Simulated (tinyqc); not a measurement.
Worked calculation: pair-potential crystal by lattice sums. Computed by tinyqc, a small Python program that keeps every step. Command: `OMP_NUM_THREADS=1 python tinyqc.py 3018529 3018530 out.jsonl pairsum walk`. One thread of a shared host (Intel(R) Xeon(R) Processor @ 2.30GHz), about 0.03 s of CPU time with the checks. Intermediate numbers are printed to about 6 digits and carried at full precision; extremes and crossings named in words are read from the listed rows.

Energy per atom E = (1/2) sum over neighbours of phi(r); d is the nearest-neighbour distance.

Inputs (values chosen for the exercise, for model atoms):

| quantity | value | unit |
|---|---|---|
| well depth eps | 0.13 | eV |
| pair minimum r0 | 3.26 | angstrom |
| cut-off r_c/r0 | 2.52 | - |
| trial neighbour distance d/r0 | 0.982 | - |
| repulsive exponent n | 12 | - |
| attractive exponent m | 6 | - |

Potential: Mie n-m. Structure: hcp.

Constants: 1 eV/angstrom^3 = 160.2176634 GPa.

## Shell sums at the trial distance

phi0(r) = eps [m (r0/r)^n - n (r0/r)^m]/(n - m); shifted-force cut-off: phi(r) = phi0(r) - phi0(r_c) - (r - r_c) phi0'(r_c) for r < r_c, zero beyond. Shells (distance in units of d, count): fcc 1.0000 (12), 1.4142 (6), 1.7321 (24), 2.0000 (12), 2.2361 (24), 2.4495 (8), 2.6458 (48), 2.8284 (6), 3.0000 (36), 3.1623 (24); hcp 1.0000 (12), 1.4142 (6), 1.6330 (2), 1.7321 (18), 1.9149 (12), 2.0000 (6), 2.2361 (12), 2.3805 (12), 2.4495 (6), 2.5166 (6), 2.5820 (12), 2.6458 (24), 2.7080 (6), 2.8868 (12), 3.0000 (12), 3.1091 (24), 3.1623 (12); bcc 1.0000 (8), 1.1547 (6), 1.6330 (12), 1.9149 (24), 2.0000 (8), 2.3094 (6), 2.5166 (24), 2.5820 (24), 2.8284 (24), 3.0000 (32); sc 1.0000 (6), 1.4142 (12), 1.7321 (8), 2.0000 (6), 2.2361 (24), 2.4495 (24), 2.8284 (12), 3.0000 (30), 3.1623 (24); diamond 1.0000 (4), 1.6330 (12), 1.9149 (12), 2.3094 (6), 2.5166 (12), 2.8284 (24), 3.0000 (16). Volumes per atom in d^3: fcc 0.70711, hcp 0.70711, bcc 0.76980, sc 1.00000, diamond 1.53960; hcp has the ideal c/a. Every shell inside the cut-off is summed. List each shell within the cut-off.

Shells:

| shell | count | r (angstrom) | phi (eV) | phi' (eV/angstrom) | phi'' (eV/angstrom^2) |
|---|---|---|---|---|---|
| 1 | 12 | 3.20132 | -0.123560 | -0.0633090 | 1.27256 |
| 2 | 6 | 4.52735 | -0.029979 | 0.0405972 | -0.05504 |
| 3 | 2 | 5.22773 | -0.011620 | 0.0157778 | -0.02093 |
| 4 | 18 | 5.54485 | -0.007531 | 0.0104014 | -0.01354 |
| 5 | 12 | 6.13006 | -0.003262 | 0.0048879 | -0.00630 |
| 6 | 6 | 6.40264 | -0.002139 | 0.0034328 | -0.00449 |
| 7 | 12 | 7.15837 | -0.000515 | 0.0011882 | -0.00187 |
| 8 | 12 | 7.62067 | -0.000136 | 0.0005082 | -0.00114 |
| 9 | 6 | 7.84160 | -0.000050 | 0.0002832 | -0.00091 |
| 10 | 6 | 8.05648 | -0.000008 | 0.0001077 | -0.00073 |

## Energy and virial pressure

E = (1/2) sum count x phi; P = -(1/(6 Omega)) sum count x r phi', Omega = 0.707107 d^3.

energy at the trial distance = -0.940767 eV/atom

pressure at the trial distance = -0.612722 GPa

The pressure is negative, so the lattice wants to contract.

## Equilibrium

Equilibrium: dE/dd = 0 at the lowest minimum with d between 0.78 r0 and 1.45 r0; B = d^2 E''(d)/(9 Omega). Unrelaxed vacancy: removing an atom breaks its bonds (2|E|) and placing it on the surface returns |E|, so E_v = |E|.

equilibrium distance d = 3.18917 angstrom

energy per atom = -0.941279 eV

bulk modulus B = 56.2386 GPa

unrelaxed vacancy energy = 0.941279 eV

d is 2.2 % shorter than r0, because further shells pull and the first shell must push back.

## Ranking of structures

The formulas are those given above.

Each structure at its own equilibrium:

| structure | neighbours | d (angstrom) | E (eV/atom) | volume (angstrom^3) | B (GPa) |
|---|---|---|---|---|---|
| fcc | 12 | 3.18901 | -0.941413 | 22.9325 | 56.3815 |
| hcp | 12 | 3.18917 | -0.941279 | 22.9360 | 56.2386 |
| bcc | 8 | 3.12604 | -0.897041 | 23.5159 | 52.0002 |
| sc | 6 | 3.12403 | -0.606006 | 30.4891 | 27.4968 |
| diamond | 4 | 3.16204 | -0.339187 | 48.6757 | 9.6979 |

The order is fcc < hcp < bcc < sc < diamond; fcc lies 0.13 meV below hcp. fcc (-0.941413 eV) and hcp (-0.941279 eV) share two shells and differ from the third on. Pair forces reward the number of bonds: diamond reaches only 36 % of the best binding. Caution: each structure is relaxed in d alone and may be unstable against shear; the tiny fcc-hcp difference depends on the cut-off.

Checks made by the program: virial pressure against -dE/dV (relative difference 9e-08).
